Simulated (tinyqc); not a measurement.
Single-band model of a thermoelectric material: one step, computed by the program tinyqc. Command: `OMP_NUM_THREADS=1 python tinyqc.py 3012694 3012695 out.jsonl thermo walk`. One thread of a shared host (Intel(R) Xeon(R) Processor @ 2.30GHz), about 0.01 s of CPU time with the checks.

One spherical band, one scattering law, no minority carriers and no phonon drag. In a real material minority carriers limit |S| to about E_g/(2 e T), so larger values are formal. eta = E_F/(k_B T) is counted from the band edge; f = 1/(1 + exp(x - eta)).

Problem. Limiting formulas for the Seebeck coefficient. Classical: |S| = (k_B/e)[r + 5/2 - ln(n/N_c)], N_c = (3 sqrt(pi)/4) N_0. Degenerate (Mott): |S| = (pi^2/3)(k_B/e)(r + 3/2)/eta_F, eta_F = (n/N_0)^(2/3).

Inputs (values chosen for the exercise, for a model material): carrier density n = 5.6e+18 1/cm^3; temperature T = 690 K.

Band: parabolic. Scattering: constant relaxation time, r = 0.

Seebeck coefficient |S| = 465.0850 microvolt/K

N_0 = 7.596553e+19 1/cm^3

Constants: k_B = 8.617333262e-05 eV/K.

Give: Seebeck coefficients.

Solution.

Seebeck coefficients:
```
formula        |S| (microvolt/K)  deviation (%)
full integral                465            0.0
classical                    465           -0.1
degenerate                  2419          420.1
```
